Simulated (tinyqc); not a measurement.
# From one set of inputs to another, one input at a time

Model: deep-level transient spectroscopy (DLTS) of one majority-carrier trap. Computed by tinyqc, a small Python program. Command: `OMP_NUM_THREADS=1 python tinyqc.py 3009354 3009355 out.jsonl dlts ladder`. One thread of a shared host (Intel(R) Xeon(R) Processor @ 2.30GHz), about 0.07 s of CPU time with the checks.

A filling pulse loads the traps in a one-sided junction; under reverse bias they empty at the rate e, and the capacitance relaxes as C(t) = C_0 - dC exp(-e t). The signal is S = [C(t_2) - C(t_1)]/dC.

The inputs printed are set A. Inputs not listed in the table keep their values of set A, so the rows need not describe a real material.

Inputs (values chosen for the exercise, with mass and screening modelled on GaN):

| quantity | value | unit |
|---|---|---|
| density-of-states mass m | 0.192 | m_0 |
| valleys M | 1 | - |
| trap depth E_t | 0.873 | eV |
| cross-section sigma_0 | 1.2e-17 | cm^2 |
| degeneracy ratio g | 2 | - |
| gate time t_1 | 0.01 | s |
| ratio t_2/t_1 | 2.5 | - |
| temperature T | 429 | K |

Carriers: electrons. Extra term: none.

Constants: k_B = 8.617333262e-05 eV/K; k_B = 1.380649e-23 J/K; m_0 = 9.1093837015e-31 kg; h = 6.62607015e-34 J s.

Method:
- e = g sigma v N_b exp(-E/k_B T), v = sqrt(3 k_B T/m), N_b = 2 M (2 pi m k_B T/h^2)^(3/2), sigma = sigma_0, E = E_t.
- S(e) = exp(-e t_1) - exp(-e t_2) peaks at the rate window e_0 = ln(t_2/t_1)/(t_2 - t_1).
- T_p solves e(T) = e_0 (bisection between 15 and 1500 K); the half-height points solve S = S_max/2 on either side.
- t_1 is scaled by 0.1, 0.3, 1, 3, 10 and 30 at fixed t_2/t_1; each T_p by bisection.
- Least squares of ln(e_0/T_p^2) on 1/(k_B T_p): slope -E_a, intercept ln(gamma sigma_a) with gamma = v N_b/T^2 = sqrt(3 k_B/m) 2 M (2 pi m k_B/h^2)^(3/2). For comparison, the slope of ln e_0 alone.

Each row keeps all changes above it:

| input moved | from | to | peak temperature T_p (K) | full width (K) | apparent depth E_a (eV) |
|---|---|---|---|---|---|
| set A | - | - | 558.08 | 68.951 | 0.87300 |
| gate time t_1 (s) | 0.01 | 0.0006 | 647.84 | 91.287 | 0.87300 |
| ratio t_2/t_1 | 2.5 | 2 | 652.51 | 91.065 | 0.87300 |
| density-of-states mass m (m_0) | 0.192 | 0.386 | 627.45 | 84.620 | 0.87300 |
| trap depth E_t (eV) | 0.873 | 0.832 | 601.17 | 81.454 | 0.83200 |
| cross-section sigma_0 (cm^2) | 1.2e-17 | 4.7e-16 | 498.84 | 57.299 | 0.83200 |

Where does the difference come from?

Peak temperature T_p goes from 558 to 499, a factor 0.894 in all. The largest single move comes from cross-section sigma_0 (a factor 0.830), and gate time t_1 works against it (a factor 1.16). Full width goes from 69.0 to 57.3, a factor 0.831 in all. The largest single move comes from cross-section sigma_0 (a factor 0.703), and gate time t_1 works against it (a factor 1.32). Apparent depth E_a goes from 0.873 to 0.832, a factor 0.953 in all. The largest single move comes from trap depth E_t (a factor 0.953). The single moves hold for this order of the switches; the total does not depend on the order.

Caution (rows set A, gate time t_1, ratio t_2/t_1, density-of-states mass m, trap depth E_t): the peak lies above 550 K, where the change of gap and level with temperature, left out here, and leakage of the diode matter.

Extremes, crossings and ranges named in words are read from the listed rows.
